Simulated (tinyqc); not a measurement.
Estimate of lattice thermal conductivity from elastic moduli (Slack, Klemens and Cahill formulas): one step, computed by the program tinyqc. Command: `OMP_NUM_THREADS=1 python tinyqc.py 3008237 3008238 out.jsonl slack walk`. One thread of a shared host (Intel(R) Xeon(R) Processor @ 2.30GHz), about 0.01 s of CPU time with the checks.

An isotropic solid.

Question. Minimum conductivity. Cahill minimum: kappa_min = (pi/6)^(1/3) k_B V^(-2/3) sum over L, T, T of v (T/Theta_i)^2 int_0^(Theta_i/T) x^3 e^x/(e^x - 1)^2 dx, Theta_i = Theta v_i/v_m (64 Gauss-Legendre points). Its high-temperature limit is (1/2) (pi/6)^(1/3) k_B V^(-2/3) (vL + 2 vT).

Inputs (values chosen for the exercise, for a model crystal): volume per atom V = 24 angstrom^3; temperature T = 900 K.

Grueneisen parameter: from the Poisson ratio.

vL = 7770.027 m/s

vT = 3835.825 m/s

Debye temperature Theta = 444.4662 K

v_m = 4306.251 m/s

kappa of the polycrystal = 0.5974270 W/(m K)

Constants: k_B = 1.380649e-23 J/K.

Give: kappa_min; its high-temperature limit; kappa_poly/kappa_min.

Answer.

kappa_min = 1.0118 W/(m K)

its high-temperature limit = 1.0326 W/(m K)

kappa_poly/kappa_min = 0.59048

Caution: the estimate comes near or below kappa_min; the free path cannot fall under half a wavelength, so the true value levels off near kappa_min.
